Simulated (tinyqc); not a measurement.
# Frequency dispersion of an accumulation capacitance by border traps, distributed model: what changes with what

Traps spread evenly through the insulator exchange electrons with the semiconductor by tunnelling, with tau(x) = t0 exp(2 ka x) at depth x from the interface. The admittance per area Y seen at depth x obeys dY/dx = -Y^2/(i w eps0 eox) + q Nb ln(1 + i w tau)/tau, with Y(0) = i w Cs and w = 2 pi f; the gate sees Y(tox) = G + i w C. Working variable y = Y/(i w), in uF/cm^2. Cox = eps0 eox/tox.

Inputs (values chosen for the exercise); permittivity close to that of aluminium oxide: relative permittivity of the insulator eox = 8.26; insulator thickness tox = 3.3 nm; semiconductor capacitance in accumulation Cs = 6.3 uF/cm^2; density of border traps Nb = 5.2e18 cm^-3 eV^-1; decay constant of the wave function in the insulator ka = 3.8 1/nm; time constant of a trap at the interface t0 = 2e-9 s; frequency f = 1000 Hz.

Constants: q = 1.602176634e-19 C, eps0 = 8.8541878128e-14 F/cm where lengths are in cm. Results are converted to the units shown.

Each table varies one quantity; the others keep the values above.

## Capacitance and loss against frequency

Cox; trap-free value 1/(1/Cox + 1/Cs); response depth d = ln(1/(w t0))/(2 ka), where w tau = 1; lumped estimate: all traps within d act as C_bt = q Nb d placed at d/2, so C = 1/{1/[1/(1/Cs + d/(2 eps0 eox)) + C_bt] + (tox - d/2)/(eps0 eox)}. C and G from a fine integration; dispersion -d C/d log10 f over C, from f times and over 1.1. For a broad spread of time constants G/w is close to -(pi/2) dC/d ln w.

The same in every row: trap-free C (uF/cm^2) = 1.639.

Result of one run:
```
f (Hz),d (nm),C (uF/cm^2),G/w (uF/cm^2),dispersion (% a decade),-(pi/2) dC/d ln w (uF/cm^2),lumped C (uF/cm^2)
100,1.788,1.678,0.008095,0.7051,0.008070,1.670
```

What becomes of these results when the frequency f is changed from 100 to 10000 Hz, all else the same?

Result of the changed run:
```
f (Hz),d (nm),C (uF/cm^2),G/w (uF/cm^2),dispersion (% a decade),-(pi/2) dC/d ln w (uF/cm^2),lumped C (uF/cm^2)
10000,1.182,1.659,0.005255,0.4623,0.005231,1.654
```

The whole series:
```
f (Hz),d (nm),C (uF/cm^2),G/w (uF/cm^2),dispersion (% a decade),-(pi/2) dC/d ln w (uF/cm^2),lumped C (uF/cm^2)
10,2.091,1.691,0.009755,0.8441,0.009737,1.681
100,1.788,1.678,0.008095,0.7051,0.008070,1.670
1000,1.485,1.667,0.006595,0.5777,0.006570,1.662
10000,1.182,1.659,0.005255,0.4623,0.005231,1.654
1e5,0.8789,1.652,0.004070,0.3591,0.004046,1.649
1e6,0.5759,1.647,0.003034,0.2684,0.003015,1.645
1e7,0.2729,1.643,0.002121,0.1899,0.002129,1.641
```

C falls from 1.691 to 1.643 uF/cm^2, towards the trap-free 1.639; each decade of frequency removes ln 10/(2 ka) = 0.303 nm from the response depth. The dispersion falls from 0.844 to 0.190 % a decade and G/w falls from 0.00976 to 0.00212 uF/cm^2. G/w lies between 0.996 and 1.01 times -(pi/2) dC/d ln w, the relation for a broad spread of time constants.

## Effect of the density of border traps

Same model as above.

The same in every row: d (nm) = 1.485; trap-free C (uF/cm^2) = 1.639.

Result of one run:
```
Nb (cm^-3 eV^-1),C (uF/cm^2),G/w (uF/cm^2),dispersion (% a decade),-(pi/2) dC/d ln w (uF/cm^2),lumped C (uF/cm^2)
4e20,2.702,0.2090,11.21,0.2066,2.355
```

What becomes of these results when the density of border traps Nb is changed from 4e20 to 1e19 cm^-3 eV^-1, all else the same?

Result of the changed run:
```
Nb (cm^-3 eV^-1),C (uF/cm^2),G/w (uF/cm^2),dispersion (% a decade),-(pi/2) dC/d ln w (uF/cm^2),lumped C (uF/cm^2)
1e19,1.692,0.01246,1.075,0.01241,1.681
```

The whole series:
```
Nb (cm^-3 eV^-1),C (uF/cm^2),G/w (uF/cm^2),dispersion (% a decade),-(pi/2) dC/d ln w (uF/cm^2),lumped C (uF/cm^2)
1e18,1.645,0.001289,0.1144,0.001284,1.644
2e18,1.650,0.002567,0.2272,0.002558,1.648
6e18,1.671,0.007587,0.6629,0.007558,1.665
1e19,1.692,0.01246,1.075,0.01241,1.681
3e19,1.789,0.03481,2.839,0.03466,1.757
7e19,1.958,0.07143,5.319,0.07104,1.882
2e20,2.346,0.1472,9.120,0.1460,2.146
4e20,2.702,0.2090,11.21,0.2066,2.355
```

As Nb goes from 1e18 to 4e20, C rises from 1.64 to 2.70 uF/cm^2, the dispersion rises from 0.114 to 11.2 % a decade and G/w rises from 0.00129 to 0.209 uF/cm^2. The lumped estimate is 0.065 % below C in the first row and 13 % below it in the last. The dispersion goes as Nb^(0.99) between the first two rows and Nb^(0.30) between the last two: dense traps near the interface screen those behind them.

Program tinyqc, `OMP_NUM_THREADS=1 python tinyqc.py 2202225 2202226 out.jsonl`; Intel Xeon 2.30GHz, shared host, one thread, about 0.3 s.
